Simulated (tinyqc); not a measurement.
Surface Green function of a two-leg ladder, Sancho-Rubio decimation: two steps of the calculation.

A semi-infinite lead of cells 0, 1, 2, ... with H0 inside a cell and H1 = <cell i|H|cell i + 1>. One rung (site 1 on leg a, site 2 on leg b) is a cell; all hoppings enter with a minus sign. z = E + i eta.

Values chosen for this exercise:
- E = -3.72 eV (energy)
- eta = 0.01 eV (broadening)

Task 1. Decimation. Start with e_s = e = H0, a = H1, b = H1^dagger. Each round: g = (z - e)^(-1); e_s <- e_s + a g b; e <- e + a g b + b g a; a <- a g a; b <- b g b (all with the old a, b). Round k joins cells 2^k apart.

e_s after round 2 (eV):
```
                       1                      2
1  -0.0593776-0.0212269i  -0.0705751-0.0069086i
2  -0.0705751-0.0069086i  -1.3460109-0.0116009i
```

e after round 2 (eV):
```
                       1                      2
1  -0.9195511-0.0411757i   0.8801711-0.0147326i
2   0.8801711-0.0147326i  -1.8230344-0.0243620i
```

a after round 2 (eV):
```
                      1                     2
1  1.7291349-0.0130512i  1.8045637-0.0075558i
2  1.4091692-0.0003682i  0.6365882-0.0067262i
```

b after round 2 (eV):
```
                      1                     2
1  1.7291349-0.0130512i  1.4091692-0.0003682i
2  1.8045637-0.0075558i  0.6365882-0.0067262i
```

Find: g; e_s after round 3; e after round 3; a after round 3; b after round 3.

Result 1.

g (1/eV):
```
                 1                2
1  -0.4179-0.0078i   0.1939+0.0039i
2   0.1939+0.0039i  -0.6169-0.0115i
```

e_s after round 3 (eV):
```
               1              2
1  -2.108-0.036i  -1.091-0.013i
2  -1.091-0.013i  -2.078-0.023i
```

e after round 3 (eV):
```
               1              2
1  -4.498-0.071i  -1.292-0.026i
2  -1.292-0.026i  -3.721-0.047i
```

a after round 3 (eV):
```
               1              2
1  -1.741-0.016i  -1.168-0.004i
2  -0.973-0.007i  -0.916-0.012i
```

b after round 3 (eV):
```
               1              2
1  -1.741-0.016i  -0.973-0.007i
2  -1.168-0.004i  -0.916-0.012i
```

Task 2. Self-energy, Dyson check and densities of states. Sigma = H1 g_s H1^dagger is what the lead adds to one more cell, and (z - H0 - Sigma)^(-1) must give g_s back. Densities of states: -Im of the diagonals over pi.

H0 (eV):
```
       1      2
1      0  -0.82
2  -0.82   -0.2
```

H1 (eV):
```
      1      2
1  -2.7  -0.42
2     0  -2.15
```

converged surface Green function g_s (1/eV):
```
                         1                        2
1  -0.21896177-0.17326434i   0.07928205-0.15846358i
2   0.07928205-0.15846358i  -0.36070501-0.15299844i
```

converged bulk Green function (1/eV):
```
                         1                        2
1  -0.36526498-0.15064798i   0.52544958-0.07397757i
2   0.52544958-0.07397757i  -0.75333497-0.13497545i
```

Find: Sigma; (z - H0 - Sigma)^(-1); surface density of states; bulk density of states.

Result 2.

Sigma (eV):
```
                 1                2
1  -1.4800-1.6495i   0.1345-1.0580i
2   0.1345-1.0580i  -1.6674-0.7072i
```

(z - H0 - Sigma)^(-1) (1/eV):
```
                   1                  2
1  -0.21896-0.17326i   0.07928-0.15846i
2   0.07928-0.15846i  -0.36071-0.15300i
```

surface density of states, orbital 1 to 2 (1/eV): [0.055152, 0.048701]
bulk density of states, orbital 1 to 2 (1/eV): [0.047953, 0.042964]

tinyqc, about 0.06 s, one thread, Intel Xeon 2.30GHz (shared host): `OMP_NUM_THREADS=1 python tinyqc.py 2680015 2680016 out.jsonl`
